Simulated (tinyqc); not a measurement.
Coherent transport through a tight-binding region between two chains, step by step. Computed by tinyqc, a small Python program that keeps every step. Settings: temperature = 77, mu = 0.24. Command: `OMP_NUM_THREADS=1 python tinyqc.py 27276 27277 out.jsonl` (the two numbers bound the seeds that draw the settings). One thread of a shared host (Intel(R) Xeon(R) Processor @ 2.60GHz), about 0.09 s of CPU time with the checks.

## Transmission at E = 0.01 eV

H of the central region (eV):
$$\begin{pmatrix}
0.000000 & -0.570000 \\
-0.570000 & 0.000000
\end{pmatrix}$$

Leads: semi-infinite chains with site energy 0:
```
parameter                           value
lead hopping t (eV)              1.170000
coupling to the left lead (eV)   0.760000
coupling to the right lead (eV)  0.780000
left contact site                       1
right contact site                      2
```

E = 0.010000 eV

Surface Green function g = (E - i sqrt(4 t^2 - E^2)) / (2 t^2); self-energy tc^2 g on each contact site; G = (E - H - Sigma)^(-1); Gamma = -2 Im Sigma; T = Gamma_L Gamma_R |G_LR|^2; local density of states -Im G_ii / pi.

g = 0.003653-0.854693i 1/eV

G (1/eV):
$$\begin{pmatrix}
-0.001162-0.894177i & 0.979965+0.013384i \\
0.979965+0.013384i & -0.001973-0.848922i
\end{pmatrix}$$

local density of states (1/eV): [0.284626, 0.270220]

transmission = 0.986277

## Transmission across the band

The same steps on a grid of energies.

T(E):
```
E (eV)              T
-2.22300000  0.004336
-2.00070000  0.018190
-1.77840000  0.045231
-1.55610000  0.098551
-1.33380000  0.202912
-1.11150000  0.392321
-0.88920000  0.663377
-0.66690000  0.899882
-0.44460000  0.993650
-0.22230000  0.995039
0.00000000   0.986254
0.22230000   0.995039
0.44460000   0.993650
0.66690000   0.899882
0.88920000   0.663377
1.11150000   0.392321
1.33380000   0.202912
1.55610000   0.098551
1.77840000   0.045231
2.00070000   0.018190
2.22300000   0.004336
```

levels of the isolated region (eV): [-0.570000, 0.570000]

## Current

I = (2e/h) int T(E) [f(E - mu - V/2) - f(E - mu + V/2)] dE at 77 K with mu = 0.24 eV, the bias not changing H; 2e^2/h = 77.48092 microsiemens; the integral runs over the band on 4001 points.

Current:
```
V (volt)  I (microampere)
0.010000         0.771752
0.050000         3.858686
0.100000         7.716893
0.200000        15.429701
0.400000        30.818867
0.800000        61.088658
```
